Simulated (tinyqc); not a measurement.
Worked calculation (part 2 of 2): G0W0 on RHF in the sto-6g basis, for BeH2, spin multiplicity 1. Computed by tinyqc, a small Python program that keeps every step (integrals from PySCF). Command: `OMP_NUM_THREADS=1 python tinyqc.py 26315 26316 out.jsonl` (the two numbers bound the seeds that draw the settings). One thread of a shared host (Intel(R) Xeon(R) Processor @ 2.60GHz), about 0.1 s of CPU time with the checks.

Geometry (angstrom):
```
atom         x          y         z
Be    0.000000   0.000000  0.000000
H     0.000000   1.372000  0.000000
H     0.000000  -1.372000  0.000000
```

## G0W0 on Hartree-Fock: HOMO

orbital energies (hartree): MO1 -4.591359, MO2 -0.452180, MO3 -0.415986, MO4 0.209180, MO5 0.209180, MO6 0.441989, MO7 0.891543

Two-electron integrals over orbitals (pq|rs), unique and non-zero (hartree):
```
(11|11) 2.280550    (21|11) -0.195965   (21|21) 0.026366    (22|11) 0.482924
(22|21) -0.006351   (22|22) 0.394212    (31|31) 0.005878    (32|31) 0.013363
(32|32) 0.164588    (33|11) 0.451424    (33|21) -0.002372   (33|22) 0.407593
(33|33) 0.430627    (41|41) 0.016044    (42|41) 0.014976    (42|42) 0.048430
(43|43) 0.014231    (44|11) 0.570052    (44|21) -0.007379   (44|22) 0.365654
(44|33) 0.352844    (44|44) 0.450117    (51|51) 0.016044    (52|51) 0.014976
(52|52) 0.048430    (53|53) 0.014231    (54|54) 0.024258    (55|11) 0.570052
(55|21) -0.007379   (55|22) 0.365654    (55|33) 0.352844    (55|44) 0.401601
(55|55) 0.450117    (61|11) -0.194513   (61|21) 0.026957    (61|22) -0.006866
(61|33) -0.003661   (61|44) -0.004855   (61|55) -0.004855   (61|61) 0.027791
(62|11) 0.122651    (62|21) -0.006966   (62|22) -0.023079   (62|33) -0.045841
(62|44) 0.055917    (62|55) 0.055917    (62|61) -0.005100   (62|62) 0.079249
(63|31) -0.001921   (63|32) -0.093778   (63|63) 0.083142    (64|41) 0.016419
(64|42) 0.047305    (64|64) 0.051352    (65|51) 0.016419    (65|52) 0.047305
(65|65) 0.051352    (66|11) 0.484726    (66|21) -0.007300   (66|22) 0.394074
(66|33) 0.404658    (66|44) 0.366947    (66|55) 0.366947    (66|61) -0.007191
(66|62) -0.031420   (66|66) 0.409354    (71|31) 0.011088    (71|32) 0.019858
(71|63) -0.001311   (71|71) 0.021289    (72|31) 0.003738    (72|32) -0.044452
(72|63) 0.061961    (72|71) 0.007481    (72|72) 0.057653    (73|11) 0.142700
(73|21) -0.004642   (73|22) -0.005331   (73|33) -0.020429   (73|44) 0.061502
(73|55) 0.061502    (73|61) -0.003405   (73|62) 0.074734    (73|66) -0.023583
(73|73) 0.083757    (74|43) 0.013690    (74|74) 0.016583    (75|53) 0.013690
(75|75) 0.016583    (76|31) 0.010993    (76|32) 0.143022    (76|63) -0.093537
(76|71) 0.016671    (76|72) -0.054497   (76|76) 0.139903    (77|11) 0.572197
(77|21) -0.008247   (77|22) 0.423922    (77|33) 0.442256    (77|44) 0.388751
(77|55) 0.388751    (77|61) -0.008471   (77|62) -0.032759   (77|66) 0.432800
(77|73) -0.008598   (77|77) 0.483367
```

excitation energies w (hartree): 0.653008  0.653008  0.751676  0.751676  0.979863  0.996242  1.475318  1.496012  4.832572  4.832572  5.088638  5.525338

X + Y:
```
            1         2          3          4          5          6          7         8
1>4  0.000000  0.000000  -0.011837   0.000001   0.000000   0.000000   0.000000  0.000000
1>5  0.000000  0.000000  -0.000001  -0.011837   0.000000   0.000000   0.000000  0.000000
1>6  0.000000  0.000000   0.000000   0.000000   0.000000   0.002912   0.000000  0.003513
1>7  0.000000  0.000000   0.000000   0.000000   0.002345   0.000000  -0.005208  0.000000
2>4  0.000000  0.000000   0.937992  -0.000043   0.000000   0.000000   0.000000  0.000000
2>5  0.000000  0.000000   0.000043   0.937992   0.000000   0.000000   0.000000  0.000000
2>6  0.000000  0.000000   0.000000   0.000000   0.000000   0.912354   0.000000  0.208291
2>7  0.000000  0.000000   0.000000   0.000000  -0.262928   0.000000   0.929989  0.000000
3>4  0.000000  0.978450   0.000000   0.000000   0.000000   0.000000   0.000000  0.000000
3>5  0.978450  0.000000   0.000000   0.000000   0.000000   0.000000   0.000000  0.000000
3>6  0.000000  0.000000   0.000000   0.000000   0.911848   0.000000   0.171223  0.000000
3>7  0.000000  0.000000   0.000000   0.000000   0.000000  -0.308657   0.000000  0.900314

            9        10         11         12
1>4  0.000000  0.996669   0.000000   0.000000
1>5  0.996669  0.000000   0.000000   0.000000
1>6  0.000000  0.000000   0.994550   0.000000
1>7  0.000000  0.000000   0.000000   0.996148
2>4  0.000000  0.001733   0.000000   0.000000
2>5  0.001733  0.000000   0.000000   0.000000
2>6  0.000000  0.000000  -0.000739   0.000000
2>7  0.000000  0.000000   0.000000   0.001408
3>4  0.000000  0.000000   0.000000   0.000000
3>5  0.000000  0.000000   0.000000   0.000000
3>6  0.000000  0.000000   0.000000  -0.000142
3>7  0.000000  0.000000  -0.000758   0.000000
```

W(p,q,m) = sqrt2 sum_ia (pq|ia) (X+Y)_ia,m; Sigma_c(x) = sum_(i,m) W^2/(x - e_i + w_m) + sum_(a,m) W^2/(x - e_a - w_m); solve x = e_p + Sigma_c(x) by Newton steps; Z = 1/(1 - dSigma/dx); 1 hartree = 27.211386 eV.

The 12 largest terms at x = e_p (hartree; W for the signs of X + Y given):
```
q   m          W       term
2   5  -0.104336   0.010714
7   8   0.128640  -0.005903
6   7   0.101634  -0.004427
2   7  -0.081318   0.004375
6   5   0.084172  -0.003855
3   6  -0.050245   0.002534
7   6   0.059852  -0.001555
3   8  -0.039532   0.001045
5   1   0.019692  -0.000303
4   2   0.019692  -0.000303
2  12   0.027906   0.000140
1  12   0.015629   0.000025
```

Newton steps (hartree):
```
step          x  Sigma_c(x)         Z
0     -0.415986    0.002493  0.976599
1     -0.413551    0.002435  0.976655
2     -0.413551    0.002435  0.976655
```

quasiparticle energy of the HOMO = -11.253304 eV

Hartree-Fock value = -11.319563 eV

## G0W0 on Hartree-Fock: LUMO

As before.

The 12 largest terms at x = e_p (hartree; W for the signs of X + Y given):
```
q   m          W       term
4   8   0.094753  -0.006001
6   3   0.062476  -0.003965
2   3   0.063993   0.002898
4   6   0.045282  -0.002058
3   2   0.019692   0.000303
7   2   0.018944  -0.000269
6  10   0.023259  -0.000107
2  10   0.021228   0.000082
1   3   0.019598   0.000069
1  10   0.022650   0.000053
4  11  -0.006953  -0.000010
6   4  -2.88e-06          0
```

Newton steps (hartree):
```
step         x  Sigma_c(x)         Z
0     0.209180   -0.009004  0.987508
1     0.200289   -0.008892  0.987633
2     0.200289   -0.008892  0.987633
```

quasiparticle energy of the LUMO = 5.450134 eV

Hartree-Fock value = 5.692088 eV
